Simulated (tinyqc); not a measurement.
What moves the results: Wannier-Stark ladder of a miniband. A value that a table varies takes the place of the one given here.

One state in each well j = -(Nw - 1)/2 ... (Nw - 1)/2: H_jj = j e F d, H_(j,j+1) = -W/4; 1 kV/cm = 0.01 meV/angstrom. In an infinite chain the levels are j e F d and the state of well 0 has amplitude J_j(x) in size on well j, x = W/(2 e F d).

Constants: hbar = 6.58211957e-16 eV s.

Values chosen for the exercise (near those of a non-polar GaN/AlGaN superlattice; not measured data):

| symbol | value | unit | meaning |
|---|---|---|---|
| W | 26 | meV | miniband width |
| d | 54 | angstrom | period |
| Nw | 9 |  | wells |
| Fs | (5.3, 7.3, 10, 14, 22, 37, 80) | kV/cm | fields |
| G | 5 | meV | hbar/tau |
| F | 14 | kV/cm | field |

## Raising the field

Infinite-chain weights beside the middle spacing of the finite stack.

Results:

| F (kV/cm) | e F d (meV) | x | J_0^2 | J_1^2 | J_2^2 | middle spacing/(e F d) |
|---|---|---|---|---|---|---|
| 5.3 | 2.86 | 4.542 | 0.096 | 0.059 | 0.042 | 1.3098 |
| 7.3 | 3.94 | 3.298 | 0.118 | 0.049 | 0.229 | 1.0794 |
| 10 | 5.40 | 2.407 | 0.000 | 0.269 | 0.187 | 1.0133 |
| 14 | 7.56 | 1.720 | 0.150 | 0.335 | 0.082 | 1.0014 |
| 22 | 11.88 | 1.094 | 0.522 | 0.220 | 0.018 | 1.0000 |
| 37 | 19.98 | 0.651 | 0.804 | 0.095 | 0.003 | 1.0000 |
| 80 | 43.20 | 0.301 | 0.955 | 0.022 | 0.000 | 1.0000 |

What can be read from the table?

J_0 vanishes at x = 2.405, F = 10.0 kV/cm, where the line at j = 0 disappears; J_0^2 overtakes J_1^2 for good at x = 1.435, F = 16.8 kV/cm, and reaches 0.96 in the last row. The 9 wells reproduce the middle spacing of the even ladder to 1 % from 14 kV/cm on, where the swing W/(e F d) = 2x is 3.4 periods. The lines are seen apart only where e F d exceeds their width, usually a few meV.

## Drift velocity with scattering

Esaki-Tsu: v = v0 y/(1 + y^2), y = e F d/G, v0 = W d/(2 hbar), at zero temperature; 1 angstrom/s = 1e-8 cm/s, 1 kV/cm = 0.01 meV/angstrom. The last column is dv/dF in cm^2/(V s).

Results:

| y | F (kV/cm) | v (1e6 cm/s) | dv/dF |
|---|---|---|---|
| 0.1 | 0.93 | 1.06 | 1118 |
| 0.3 | 2.78 | 2.94 | 882 |
| 0.6 | 5.56 | 4.71 | 399 |
| 1.0 | 9.26 | 5.33 | 0 |
| 1.5 | 13.89 | 4.92 | -136 |
| 2.5 | 23.15 | 3.68 | -115 |
| 4.0 | 37.04 | 2.51 | -60 |

v0 = 10.67 x 1e6 cm/s
field at y = 1 = 9.26 kV/cm

What can be read from the table?

The velocity peaks at v0/2 = 5.33 x 1e6 cm/s at 9.26 kV/cm and then falls: negative differential velocity, steepest at y = sqrt3 with -v0/(8 Fc) = -144 cm^2/(V s). The low-field mobility is v0/Fc = 1152 cm^2/(V s). At the peak the swing is W/G = 5.2 periods, so the semiclassical picture holds.

## What each parameter does

e F d, x, J_0(x)^2 and the lowest level of the finite stack. Each row changes one parameter from the base and keeps the others.

Results:

| case | e F d (meV) | x | J_0^2 | lowest level (meV) |
|---|---|---|---|---|
| base | 7.56 | 1.720 | 0.150 | -34.64 |
| W = 32 meV | 7.56 | 2.116 | 0.025 | -36.42 |
| d = 62 angstrom | 8.68 | 1.498 | 0.263 | -38.72 |
| F = 9.8 kV/cm | 5.29 | 2.457 | 0.001 | -26.64 |
| Nw = 11 | 7.56 | 1.720 | 0.150 | -42.20 |

How do the results move?

The largest shifts from the base row, up to three for each result and ties (the steps differ in size, so this ranks the rows, not the parameters). e F d (meV): F -2.27, d +1.12; unchanged at the printed digits by W and Nw. x: F +0.737, W +0.397, d -0.222; unchanged at the printed digits by Nw. J_0^2: F -0.149, W -0.125, d +0.114; unchanged at the printed digits by Nw. lowest level (meV): F +8.00, Nw -7.56, d -4.08.

Computed by tinyqc, a small Python program: `OMP_NUM_THREADS=1 python tinyqc.py 1251393 1251394 out.jsonl` (the numbers bound the seed that draws the inputs); one thread of a shared host (Intel(R) Xeon(R) Processor @ 2.30GHz), about 0.01 s for the whole set of steps.
